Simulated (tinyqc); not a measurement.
Inside a calculation. Method: empirical pseudopotential in a few plane waves. Computed by tinyqc, a small Python program that keeps every step. Settings: plane-wave index or count = 15. Command: `OMP_NUM_THREADS=1 python tinyqc.py 22508 22509 out.jsonl` (the two numbers bound the seeds that draw the settings). One thread of a shared host (Intel(R) Xeon(R) Processor @ 2.60GHz), about 0.2 s of CPU time with the checks.

## Bloch Hamiltonian at k

Parameters chosen for this model: fcc lattice, atoms at +/- a/8 (1,1,1); form factors in rydberg at |G|^2 in units of (2 pi/a)^2:
```
parameter                 value      unit
a                      6.100000  angstrom
VS(3)                 -0.204000        Ry
VS(8)                  0.024000        Ry
VS(11)                 0.031000        Ry
VA(3)                  0.042000        Ry
VA(4)                  0.077000        Ry
VA(11)                 0.016000        Ry
hbar^2/2m (2 pi/a)^2   4.042248        eV
```

k point k (2 pi / a): 0.520000  0.510000  -0.080000

Basis: the 15 shortest G (labels in 2 pi/a), the same at every k. H(G,G') = c |k + G|^2 delta + VS(|G-G'|^2) cos((G-G').tau) + i VA sin((G-G').tau), tau = a/8 (1,1,1); 1 Ry = 13.605693 eV.

H(k) at k (eV), lower triangle (Hermitian):
```
                     +0+0+0               -1-1-1               -1-1+1               -1+1-1
+0+0+0             2.170283
-1-1-1   1.962618-0.404068i             6.616756
-1-1+1  -1.962618-0.404068i   0.000000+1.047638i             5.323237
-1+1-1  -1.962618-0.404068i   0.000000+1.047638i             0.326537            14.862943
-1+1+1  -1.962618+0.404068i            -0.326537   0.000000+1.047638i   0.000000+1.047638i
+1-1-1  -1.962618-0.404068i   0.000000+1.047638i             0.326537             0.326537
+1-1+1  -1.962618+0.404068i            -0.326537   0.000000+1.047638i             0.000000
+1+1-1  -1.962618+0.404068i            -0.326537             0.000000   0.000000+1.047638i
+1+1+1   1.962618+0.404068i             0.000000            -0.326537            -0.326537
-2+0+0   0.000000-1.047638i  -1.962618+0.404068i  -1.962618-0.404068i  -1.962618-0.404068i
+0-2+0   0.000000-1.047638i  -1.962618+0.404068i  -1.962618-0.404068i   0.298241-0.153931i
+0+0-2   0.000000-1.047638i  -1.962618+0.404068i   0.298241-0.153931i  -1.962618-0.404068i
+0+0+2   0.000000+1.047638i  -0.298241-0.153931i   1.962618+0.404068i  -0.298241+0.153931i
+0+2+0   0.000000+1.047638i  -0.298241-0.153931i  -0.298241+0.153931i   1.962618+0.404068i
+2+0+0   0.000000+1.047638i  -0.298241-0.153931i  -0.298241+0.153931i  -0.298241+0.153931i

                     -1+1+1               +1-1-1               +1-1+1               +1+1-1
-1+1+1            13.569423
+1-1-1             0.000000            15.024633
+1-1+1             0.326537   0.000000+1.047638i            13.731113
+1+1-1             0.326537   0.000000+1.047638i             0.326537            23.270819
+1+1+1   0.000000+1.047638i            -0.326537   0.000000+1.047638i   0.000000+1.047638i
-2+0+0   1.962618-0.404068i   0.298241-0.153931i  -0.298241-0.153931i  -0.298241-0.153931i
+0-2+0  -0.298241-0.153931i  -1.962618-0.404068i   1.962618-0.404068i  -0.298241-0.153931i
+0+0-2  -0.298241-0.153931i  -1.962618-0.404068i  -0.298241-0.153931i   1.962618-0.404068i
+0+0+2  -1.962618+0.404068i  -0.298241+0.153931i  -1.962618+0.404068i   0.298241+0.153931i
+0+2+0  -1.962618+0.404068i  -0.298241+0.153931i   0.298241+0.153931i  -1.962618+0.404068i
+2+0+0   0.298241+0.153931i   1.962618+0.404068i  -1.962618+0.404068i  -1.962618+0.404068i

                     +1+1+1     -2+0+0     +0-2+0     +0+0-2
+1+1+1            21.977300
-2+0+0  -0.298241+0.153931i   9.931400
+0-2+0  -0.298241+0.153931i   0.326537  10.093090
+0+0-2  -0.298241+0.153931i   0.326537   0.326537  19.632796
+0+0+2  -1.962618-0.404068i  -0.326537  -0.326537   0.000000
+0+2+0  -1.962618-0.404068i  -0.326537   0.000000  -0.326537
+2+0+0  -1.962618-0.404068i   0.000000  -0.326537  -0.326537

           +0+0+2     +0+2+0     +2+0+0
+0+0+2  17.045757
+0+2+0   0.326537  26.585463
+2+0+0   0.326537   0.326537  26.747153
```

## Levels at k

Diagonalise the Hermitian matrix.

eigenvalues (eV): -1.839314  4.019160  6.217808  7.757643  11.223411  13.060317  13.489769  14.770435  15.541562  18.831996  20.238627  21.531995  24.551607  27.187167  29.999986

## Bands along a path

The same steps at evenly spaced points between the labelled ones.

Bands along the path (eV), lowest eight:
```
k            band 1    band 2    band 3    band 4     band 5     band 6     band 7     band 8
L         -1.625501  3.235867  8.001841  8.001841  10.088489  12.550351  12.550351  15.763082
L-G 0.33  -2.288234  4.319664  8.027859  8.027859  10.113556  12.617881  12.617881  15.024621
L-G 0.67  -2.910637  6.380519  8.329380  8.329380  10.274445  12.587845  12.587845  12.866580
G         -3.143727  8.553058  8.553058  8.553058   9.060694  12.207544  12.207544  12.207544
G-X 0.33  -2.832224  6.381614  7.859102  7.859102  10.997131  11.551479  13.501284  13.501284
G-X 0.67  -1.990399  4.418772  7.039262  7.039262   9.722245  11.448829  15.837720  16.053407
X         -1.082628  3.269709  6.857077  6.857077   9.183719  11.132190  19.092583  19.092583
```

With 4 band(s) filled, the highest filled level on these points lies at G and the lowest empty one at G: a gap of 0.5076 eV, direct. This holds for the small fixed basis; with all plane waves up to |k + G|^2 = 21 (2 pi/a)^2 the gap along the path is 0.58 eV.

## Convergence with the number of plane waves

Levels at G counted from the fourth one.

Levels (eV):
```
plane waves     level 1   level 5   level 8
9            -13.095720  0.847464  2.095277
15           -11.696786  0.507636  3.654486
27           -11.031209  0.559971  3.861129
51           -10.852799  0.548535  3.981376
59           -10.821817  0.572949  3.884627
65           -10.815044  0.570345  3.872561
89           -10.808781  0.570480  3.877776
```
